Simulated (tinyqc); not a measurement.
Atomic layer deposition: Langmuir saturation, growth per cycle and coating of deep features: one step, computed by the program tinyqc.

Precursor A sticks only on free sites, so a long enough pulse saturates; co-reactant B then frees the sites again.

Problem. Exposure for a deep feature. Diffusion-limited filling (Gordon) of a round hole of diameter w: a saturation front at depth z needs dz/dt = D_K n/(z (4q/w)), with Knudsen D_K = w c/3 and F = n c/4; including the entrance and floor terms, t = (q/F)(1 + 19a/4 + 3a^2/2). Reaction-limited filling needs ln(100)/k_a at any depth, k_a = beta F/q. Flow is molecular. The front picture holds when the modulus a sqrt(beta) is well above 1. Depth reached by the given pulse: solve the same formula for a. Exposure = p x diffusion-limited time; 1 langmuir = 1.33322e-4 Pa s.

Inputs (values chosen for the exercise, modelled on silicon dioxide from an aminosilane and ozone):
```
quantity                                  value    unit
site density q                              2.8  1/nm^2
sticking probability beta on free sites  0.0016       -
precursor pressure p                        0.5      Pa
temperature T                               250       C
pulse time t                                1.5       s
aspect ratio a                               28       -
```

Feature: round hole.

flux F = 4366.426 1/(nm^2 s)

Give: diffusion-limited time; exposure; modulus; aspect ratio reached by the front in time t.

Solution.

diffusion-limited time = 0.8400 s

exposure = 3150 langmuir

modulus = 1.12

aspect ratio reached by the front in time t = 37.93

Caution: the modulus is not well above 1 or the Gordon time is under three times ln(100)/k_a, so there is no sharp front: the Gordon time is only a lower bound and the reaction time must be met as well. Caution: the pulse is shorter than ln(100)/k_a, so even the open surface is not saturated and the depth reached has no meaning. Caution: the depth reached is formal here: it is under 2/sqrt(beta), so no sharp front has formed.
